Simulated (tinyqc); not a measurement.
Worked calculation: Hueckel theory of the pi electrons with the omega technique, for the molecule c1ccc2cccc-2cc1 (SMILES; centres numbered as the heavy atoms are written). One step of it, computed by the program tinyqc.

Problem. Orbitals, round 2. Diagonalise; E = alpha + x beta with beta < 0, so the largest x are filled first; degenerate levels share their electrons. P = sum n_i c_ri c_si; each orbital has its largest coefficient positive (the first on a tie).

matrix after round 1, lower triangle:
```
           1C        2C        3C         4C         5C         6C         7C         8C
1C   0.039000
2C   1.000000  0.004066
3C   0.000000  1.000000  0.043516
4C   0.000000  0.000000  1.000000  -0.008228
5C   0.000000  0.000000  0.000000   1.000000  -0.051864
6C   0.000000  0.000000  0.000000   0.000000   1.000000  -0.013980
7C   0.000000  0.000000  0.000000   0.000000   0.000000   1.000000  -0.051864
8C   0.000000  0.000000  0.000000   1.000000   0.000000   0.000000   1.000000  -0.008228
9C   0.000000  0.000000  0.000000   0.000000   0.000000   0.000000   0.000000   1.000000
10C  1.000000  0.000000  0.000000   0.000000   0.000000   0.000000   0.000000   0.000000

           9C       10C
9C   0.043516
10C  1.000000  0.004066
```

pi electrons, sum of z_r less the charge = 10

Give: x values; occupations; coefficients; charge and bond-order matrix P.

Solution.

x values: 2.3043  1.6576  1.3713  0.8827  0.4485  -0.3744  -0.7347  -1.5960  -1.8617  -2.0976

occupations: 2.0000  2.0000  2.0000  2.0000  2.0000  0.0000  0.0000  0.0000  0.0000  0.0000

coefficients:
```
        MO1      MO2      MO3      MO4      MO5      MO6      MO7      MO8
1C   0.1861   0.5283   0.0000   0.3604   0.0000   0.5060   0.0000   0.3724
2C   0.2108   0.4276   0.3598   0.1520  -0.3313  -0.1046   0.4863  -0.3045
3C   0.2988   0.1787   0.4919  -0.2268  -0.1472  -0.4664  -0.3593   0.1147
4C   0.4648  -0.1392   0.2934  -0.3423   0.2717   0.2995  -0.2067   0.1164
5C   0.3112  -0.2713   0.2061   0.2641   0.5429   0.0573   0.3027  -0.4159
6C   0.2685  -0.3247   0.0000   0.5892   0.0000  -0.3180   0.0000   0.5258
7C   0.3112  -0.2713  -0.2061   0.2641  -0.5429   0.0573  -0.3027  -0.4159
8C   0.4648  -0.1392  -0.2934  -0.3423  -0.2717   0.2995   0.2067   0.1164
9C   0.2988   0.1787  -0.4919  -0.2268   0.1472  -0.4664   0.3593   0.1147
10C  0.2108   0.4276  -0.3598   0.1520   0.3313  -0.1046  -0.4863  -0.3045

         MO9     MO10
1C    0.4020   0.0000
2C   -0.3821   0.1558
3C    0.3109  -0.3275
4C   -0.2102   0.5453
5C    0.2889  -0.2666
6C   -0.3127   0.0000
7C    0.2889   0.2666
8C   -0.2102  -0.5453
9C    0.3109   0.3275
10C  -0.3821  -0.1558
```

charge and bond-order matrix P, lower triangle:
```
          1C       2C       3C       4C       5C       6C       7C      8C
1C    0.8873
2C    0.6398   0.9791
3C    0.1366   0.6614   0.8727
4C   -0.2208   0.0040   0.5920   1.0249
5C    0.0195  -0.2319   0.0122   0.5999   1.1551
6C    0.1815   0.0147  -0.2228  -0.0634   0.6545   1.0492
7C    0.0195   0.1909  -0.0737  -0.2320  -0.1941   0.6545   1.1551
8C   -0.2208  -0.0582   0.1747   0.3855  -0.2320  -0.0634   0.5999  1.0249
9C    0.1366  -0.2417  -0.1820   0.1747  -0.0737  -0.2228   0.0122  0.5920
10C   0.6398   0.0224  -0.2417  -0.0582   0.1909   0.0147  -0.2319  0.0040

         9C     10C
9C   0.8727
10C  0.6614  0.9791
```
